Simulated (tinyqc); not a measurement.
# Ballistic Schottky-barrier transistor with a two-dimensional channel, WKB contacts: several studies

Source Fermi level 0, drain Fermi level -Vd. Far from the contacts Ec = pn - psi, and the gate moves psi one to one; the band edges relax as exp(-x/lam) from pn at the source and pn - Vd at the drain; Ev = Ec - Eg. A carrier of energy w inside the channel band meets at a contact a barrier of height D (the contact edge beyond the channel edge): T = 1 for w >= D, else exp(-S), S = 4 lam sqrt(m/C) [sqrt(D - w) - sqrt(w) arctan sqrt((D - w)/w)], C = hbar^2/(2 m0). The two contacts combine as Ts Td/(Ts + Td - Ts Td).

Inputs (values chosen for the exercise); channel values close to those of a black phosphorus layer: temperature T = 300 K; band gap Eg = 0.893 eV; barrier for electrons at both contacts pn = 0.49 eV; electron mass mn = 0.17 m0; hole mass mp = 0.14 m0; valleys or subbands g = 1; screening length at the contacts lam = 4.5 nm; drain bias Vd = 0.7 V; band shift psi of the channel by the gate ps = -0.1 V.

Constants: q = 1.602176634e-19 C, kB = 1.380649e-23 J/K, hbar = 1.054571817e-34 J s, h = 6.62607015e-34 J s, m0 = 9.1093837015e-31 kg, Vt = kB T/q, hbar^2/(2 m0) = 0.0380998212 eV nm^2. Results are converted to the units shown.

Each table varies one quantity; the others keep the values above.

## Effect of the screening length

I/W = g (2 q^2/h) int T(w) [N(Es + w) - N(Ed + w)] dw with w the energy of motion along the channel, N(y) = (1/2 pi) sqrt(pi m kB T/C) Fm(-y/kB T), Fm(x) = (1/sqrt(pi)) int_0^infinity u^(-1/2)/(1 + exp(u - x)) du. Electrons: Ds = psi, Dd = psi - Vd, Es = Ec, Ed = Ec + Vd. Holes: Ds = -psi, Dd = Vd - psi, Es = -Ev, Ed = -Ev - Vd. The size of each current is taken; both flow from drain to source and add. The integrals are converged.

Result of one run:
```
lam (nm)  current of the holes (uA/um)  share over the barriers (%)  |d psi/d log10| of this current (mV/decade)
6.9                             0.4988                     0.005927                                        230.6
```

What becomes of these results when the screening length at the contacts lam is changed from 6.9 to 1.6 nm, all else the same?

Result of the changed run:
```
lam (nm)  current of the holes (uA/um)  share over the barriers (%)  |d psi/d log10| of this current (mV/decade)
1.6                              246.5                     1.200e-5                                        425.7
```

The whole series:
```
lam (nm)  current of the holes (uA/um)  share over the barriers (%)  |d psi/d log10| of this current (mV/decade)
0.5                               2066                     1.431e-6                                        580.2
1.6                              246.5                     1.200e-5                                        425.7
2.6                              55.25                     5.352e-5                                        345.0
3.7                              13.48                     2.194e-4                                        292.3
4.8                              3.866                     7.649e-4                                        260.2
5.9                              1.258                     0.002351                                        240.6
6.9                             0.4988                     0.005927                                        230.6
8                               0.1990                      0.01486                                        226.1
```

The current falls from 2070 to 0.199 uA/um, while the share over the barriers rises from 1.43e-6 to 0.0149 %: the thermionic part does not depend on lam, and a thinner barrier adds tunnelling. The swing falls from 580 to 226 mV/decade.

## Barrier height from the temperature dependence

Same model as above.

The apparent barrier is -d ln(I_e/T^1.5)/d(q/kB T), taken between T - 10 K and T + 10 K for the electron current.

Barrier height from the temperature dependence:
```
ps (V)  electrons (uA/um)  Ec (eV)  apparent barrier (eV)
-0.25            7.11e-11    0.740                  0.740
-0.18             1.07e-9    0.670                  0.670
-0.11             1.60e-8    0.600                  0.600
-0.04             2.40e-7    0.530                  0.530
0                 1.13e-6    0.490                  0.490
0.1               4.92e-6    0.390                  0.444
0.17              1.27e-5    0.320                  0.408
0.24              3.48e-5    0.250                  0.366
0.31              1.03e-4    0.180                  0.319
0.38              3.25e-4    0.110                  0.269
0.45              0.00110    0.040                  0.216
```

Read the table: what changes, and by how much?

For psi < 0 the channel edge is the highest point, and the apparent barrier follows Ec one to one (0.740 eV against 0.740). At flat band it is 0.490 eV (psi = 0 V), near pn = 0.49 eV. Beyond, the top stays at pn but tunnelling lowers the apparent value to 0.216 eV in the last row, so only the point where the line bends gives the true barrier.

## Effect of the drain bias on the off state

Same model as above.

For each Vd, psi is set to the minimum of I.

Effect of the drain bias on the off state:
```
Vd (V)  psi at the minimum (V)  smallest I (uA/um)
0.05                     0.119             7.11e-6
0.18                     0.212             3.16e-5
0.3                      0.268             1.06e-4
0.43                     0.326             2.82e-4
0.55                     0.382             7.16e-4
0.68                     0.444             0.00208
0.8                      0.502             0.00586
```

Read the table: what changes, and by how much?

The smallest current rises from 7.11e-6 to 0.00586 uA/um, 3.75 decades a volt between the last two rows, and the minimum moves by 0.51 V a volt over the table: a larger Vd lets holes enter from the drain while electrons still enter from the source.

Range of the model: No scattering, image-force lowering, channel charge or band-to-band tunnelling; parabolic kappa overstates S deep in the gap.

Numbers from tinyqc (`OMP_NUM_THREADS=1 python tinyqc.py 2390037 2390038 out.jsonl`; about 0.4 s on one thread of a shared Intel Xeon 2.30GHz).
